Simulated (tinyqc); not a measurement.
Effective work function and flat-band voltage of a metal/high-k/SiO2/Si stack with a dipole layer: one step. Where the gate Fermi level points. Four cases, with inputs chosen for the exercise.

Question. Position (EWF - chi)/Eg, 0 at the conduction and 1 at the valence edge; distances to both edges and to mid-gap; capacitance C = 3.9 eps0/EOT with eps0 = 8.8541878e-12 F/m.

Case 1.

Values chosen (out of a larger set: a stack on Si capped with a magnesium-like oxide; not measured data): chi = 4.056 eV (electron affinity of the channel); Eg = 1.117 eV (gap of the channel).

EWF = 3.904576 eV
EOT = 14.4253 angstrom

Case 2.

Values chosen (out of a larger set: a stack on Si capped with an yttrium-like oxide; not measured data): chi = 4.044 eV (electron affinity of the channel); Eg = 1.115 eV (gap of the channel).

EWF = 4.130185 eV
EOT = 15.3828 angstrom

Case 3.

Values chosen (out of a larger set: a stack on Si capped with a titanium-like oxide; not measured data): chi = 4.041 eV (electron affinity of the channel); Eg = 1.123 eV (gap of the channel).

EWF = 4.796902 eV
EOT = 16.7062 angstrom

Case 4.

Values chosen (out of a larger set: a stack on Si capped with an aluminium-like oxide; not measured data): chi = 4.052 eV (electron affinity of the channel); Eg = 1.123 eV (gap of the channel).

EWF = 4.457952 eV
EOT = 10.8477 angstrom

Give: position; EWF - chi, chi + Eg - EWF, EWF - mid-gap; C.

Answer.

Case 1.

position = -0.136

EWF - chi, chi + Eg - EWF, EWF - mid-gap (eV): -0.151  1.268  -0.710

C = 2.394 microF/cm^2

EWF lies above the conduction edge in energy, beyond the n-type band edge.

Case 2.

position = 0.077

EWF - chi, chi + Eg - EWF, EWF - mid-gap (eV): 0.086  1.029  -0.471

C = 2.245 microF/cm^2

EWF lies within 0.2 eV of the conduction edge, as a low-threshold bulk n-channel gate needs.

Case 3.

position = 0.673

EWF - chi, chi + Eg - EWF, EWF - mid-gap (eV): 0.756  0.367  0.194

C = 2.067 microF/cm^2

EWF lies 0.19 eV from mid-gap on the p side and 0.37 eV from the nearer edge; thin undoped bodies use values within about 0.3 eV of mid-gap.

Case 4.

position = 0.361

EWF - chi, chi + Eg - EWF, EWF - mid-gap (eV): 0.406  0.717  -0.156

C = 3.183 microF/cm^2

EWF lies 0.16 eV from mid-gap on the n side and 0.41 eV from the nearer edge; thin undoped bodies use values within about 0.3 eV of mid-gap.

Computed by tinyqc, one run a case: `OMP_NUM_THREADS=1 python tinyqc.py N N+1 out.jsonl` with N = 1880304, 1880316, 1880325, 1880356; one thread of a shared Intel(R) Xeon(R) Processor @ 2.30GHz, about 0.01 s a run at most.
